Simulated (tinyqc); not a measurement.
# Free and trapped electrons in a MOS channel with a dense trap tail: effects of single changes

p-type body, charge-sheet picture, full ionisation (an idealisation for deep acceptors), Boltzmann statistics for free electrons. e = Ec - EF at the surface. Acceptor-like traps of density D(E) = D0 + De exp(-E/Ew) at depth E below Ec, from 0 to Eu, hold n_t = integral of D(E)/(1 + exp((e - E)/Vt)). psi = Eg - Vt ln(Nv/Na) - e; N_dep = sqrt(2 eps0 eps_r Na (psi - Vt)/q); n_f = sqrt(N_dep^2 + 2 eps0 eps_r Vt Nc exp(-e/Vt)/q) - N_dep; Vg = Vfb + psi + q (N_dep + n_t + n_f)/Cox, Cox = eps0 eox/tox.

Parameters, values chosen for the exercise; band and dielectric values close to those of 4H silicon carbide: temperature T = 475 K; band gap Eg = 3.31 eV; relative permittivity eps_r = 9.88; conduction-band density of states at T Nc = 3.33e19 cm^-3; valence-band density of states at T Nv = 5e19 cm^-3; relative permittivity of the insulator eox = 3.9; insulator thickness tox = 54 nm; acceptor density Na = 6.2e15 cm^-3; flat-band voltage without trapped charge Vfb = -2.22 V; constant background density of acceptor-like traps D0 = 1.7e10 cm^-2 eV^-1; density of the tail at the conduction edge De = 1.6e13 cm^-2 eV^-1; decay energy of the tail Ew = 0.06 eV; depth below Ec down to which the traps reach Eu = 0.68 eV; mobility of free electrons mf = 170 cm^2/(V s).

Constants: q = 1.602176634e-19 C, kB = 1.380649e-23 J/K, Vt = kB T/q, eps0 = 8.8541878128e-14 F/cm where lengths are in cm. Results are converted to the units shown.

Each table varies one quantity; the others keep the values above.

## Free and trapped charge against gate voltage

Free share n_f/(n_f + n_t); swing ln 10 n_f/(dn_f/dVg); field-effect mobility mf q (dn_f/dVg)/Cox, for a constant mf; oxide field q (N_dep + n_t + n_f)/(eps0 eox).

Result of one run:
columns A: Vg (V); B: e (eV); C: n_f (cm^-2); D: n_t (cm^-2); E: free share (%); F: swing (mV/decade); G: field-effect mobility (cm^2/(V s)); H: oxide field (MV/cm)
```
A       B         C         D      E     F      G       H
3  0.1436  3.632e11  1.713e11  67.95  2936  121.3  0.4485
```

What becomes of these results when the gate voltage Vg is changed from 3 to 9 V, all else the same?

Result of the changed run:
columns A: Vg (V); B: e (eV); C: n_f (cm^-2); D: n_t (cm^-2); E: free share (%); F: swing (mV/decade); G: field-effect mobility (cm^2/(V s)); H: oxide field (MV/cm)
```
A        B         C         D      E        F      G      H
9  0.02975  2.278e12  5.974e11  79.22  1.520e4  147.0  1.539
```

The whole series:
columns A: Vg (V); B: e (eV); C: n_f (cm^-2); D: n_t (cm^-2); E: free share (%); F: swing (mV/decade); G: field-effect mobility (cm^2/(V s)); H: oxide field (MV/cm)
```
A        B         C         D       E        F         G       H
1   0.6918   8.799e5   4.054e8  0.2166    117.8  0.007324  0.1796
2   0.2087  9.561e10  7.093e10   57.41    930.4     100.8  0.2754
3   0.1436  3.632e11  1.713e11   67.95     2936     121.3  0.4485
4   0.1105  6.564e11  2.614e11   71.52     5035     127.9  0.6275
5  0.08726  9.622e11  3.437e11   73.68     7125     132.4  0.8084
6  0.06909  1.278e12  4.185e11   75.33     9183     136.5  0.9902
7  0.05403  1.603e12  4.855e11   76.75  1.121e4     140.2   1.173
8  0.04110  1.936e12  5.450e11   78.03  1.321e4     143.8   1.355
9  0.02975  2.278e12  5.974e11   79.22  1.520e4     147.0   1.539
```

n_f reaches 1e11 cm^-2 at Vg = 2.02 V, against 1.84 V without traps. The free share rises from 0.217 to 79.2 % and the field-effect mobility rises from 0.00732 to 147 cm^2/(V s), although mf = 170 is constant: in the last row 86.5 % of Cox dVg goes into free electrons. The swing in the first row is 118 mV a decade (Vt ln 10 = 94.3). For Vg = 6, 7, 8, 9 EF lies less than 2 Vt below the band edge, or above it, where degeneracy and confinement, left out, matter.

## Effect of the acceptor density

Vfb is held fixed. VT is the Vg for n_f = 1e11 cm^-2; swing ln 10 n_f/(dn_f/dVg) at n_f = 1e8 cm^-2; the last three columns are for Vg = VT + 4.3 V, with free share n_f/(n_f + n_t) and field-effect mobility mf q (dn_f/dVg)/Cox; there EF is near the band edge, where Boltzmann statistics are rough.

Effect of the acceptor density:
columns A: Na (cm^-3); B: e at VT (eV); C: VT (V); D: q n_t/Cox at VT (V); E: swing (mV/decade); F: n_f (cm^-2); G: free share (%); H: field-effect mobility (cm^2/(V s))
```
A          B      C       D      E         F      G      H
1e15  0.2387  1.198  0.1183  109.2  1.396e12  77.86  136.5
2e15  0.2271  1.437  0.1384  112.8  1.392e12  77.24  136.9
6e15  0.2073  1.997  0.1812  121.7  1.381e12  75.85  137.7
1e16  0.1976  2.367  0.2068  127.7  1.373e12  75.00  138.1
3e16  0.1762  3.533  0.2773  146.9  1.348e12  72.68  139.1
8e16  0.1565  5.235  0.3618  174.9  1.318e12  70.08  140.1
2e17  0.1378  7.751  0.4632  216.2  1.284e12  67.35  141.1
5e17  0.1189  11.70  0.5897  280.4  1.248e12  64.52  142.1
```

As Na goes from 1e15 to 5e17, VT rises from 1.20 to 11.7 V, its part due to traps rises from 0.118 to 0.590 V, the swing rises from 109 to 280 mV/decade and the field-effect mobility rises from 136 to 142 cm^2/(V s). Most of the rise of VT is depletion charge; the trap part grows since the same n_f needs EF nearer the band edge at heavier doping.

Numbers from tinyqc (`OMP_NUM_THREADS=1 python tinyqc.py 2222106 2222107 out.jsonl`; about 0.02 s on one thread of a shared Intel Xeon 2.30GHz).
